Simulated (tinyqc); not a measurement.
Worked calculation: pair of shallow donors (hydrogen-like orbitals). Values are carried at full precision from step to step, so a last printed digit may differ when a step is redone from the rounded ones.

Each donor has the orbital exp(-r/a); energy unit Ha* = q/(eps a), q = e^2/(4 pi eps0), so that a lone donor is bound by Ha*/2; x = R/a. One electron: S = (1 + x + x^2/3) exp(-x), j = 1/x - (1 + 1/x) exp(-2x), k = (1 + x) exp(-x); levels E(+/-) = -1/2 - (j +/- k)/(1 +/- S) in Ha*, without the repulsion of the ions, split by D = |E(-) - E(+)|. In six valleys the overlaps S and k are multiplied by v = [cos(K Rx) + cos(K Ry) + cos(K Rz)]/3, K = k0 (2 pi/a_lat), for isotropic envelopes and the symmetric valley state.

Constants: e^2/(4 pi eps0) = 14.39964547 eV angstrom; hbar = 6.58211957e-16 eV s.

Parameters, chosen for this exercise (near those of two donors in Si; the results hold for these values, not for the real material): a = 16.9 angstrom (orbital radius); eps = 11.4 (dielectric constant); n = (11.5, 11.5, 0) a_lat (separation vector); a_lat = 5.431 angstrom (lattice constant); k0 = 0.854 2 pi/a_lat (valley position); dV = 0.92 D (detuning between the donors, in units of D).

## Distance and integrals

Give Ha*, R, x, S, j, k and v.

Ha* = 74.741 meV
R = 88.33 angstrom
x = 5.2264

S, j, k: 0.08237  0.19130  0.03345

v = 0.6210

## One electron on two donors

Give both levels, the splitting D = |E(-) - E(+)| and the tunnelling frequency D/(2 pi hbar).

E(+), E(-) (meV): -52.450  -50.803

D = 1.647 meV
frequency = 398.2 GHz

The second ion deepens the mean level by 14.26 meV, against Ha*/x = 14.30 meV for a point charge. Without the valley factor D would be 2.66 meV; v is positive, so the even combination lies lower.

## Detuning by a gate

Two-level picture for one electron: with detuning u = dV D the splitting is sqrt(D^2 + u^2) and the lower state has weight (1 + u/sqrt(D^2 + u^2))/2 on the lower donor; the field needed is u/(e R), 1 meV/angstrom = 100 kV/cm.

splitting = 2.238 meV
weight = 0.839
field = 1.72 kV/cm

## Two electrons and exchange

Two electrons, Heitler-London: with S' = (1 - x + x^2/3) exp(x), C = 1/x - exp(-2x)(1/x + 11/8 + 3x/4 + x^2/6), X = (1/5){exp(-2x)(25/8 - 23x/4 - 3x^2 - x^3/3) + (6/x)[S^2 (0.5772157 + ln x) + S'^2 Ei(-4x) - 2 S S' Ei(-2x)]}, Q = C - 2j + 1/x and A = X - 2 S k + S^2/x, the singlet and triplet lie at (Q +/- w A)/(1 +/- w S^2) from two lone donors, with the valley weight w = v^2; the exchange is J = triplet - singlet.

Give C, X, Q, A and J.

C, X, Q, A (Ha*): 0.1910  0.002652  -0.0002210  -0.001561

J = 89.9 micro-eV

A swap of the two spins takes pi hbar/J = 0.023 ns (hbar = 6.58212e-16 eV s). Against the one-electron splitting D = 1.65 meV, J/D = 0.055: exchange needs both electrons to tunnel and falls as exp(-2x), D as exp(-x).

## Checks

- Heitler-London binding at x = 1.6425 against the known 0.1160 hartree: both 0.1160.
- Overlap S by quadrature in spheroidal coordinates against the formula: both 0.08237.

Computed by tinyqc, a small Python program: `OMP_NUM_THREADS=1 python tinyqc.py 1252651 1252652 out.jsonl` (the numbers bound the seed that draws the inputs); one thread of a shared host (Intel(R) Xeon(R) Processor @ 2.30GHz), about 0.01 s for the whole set of steps.
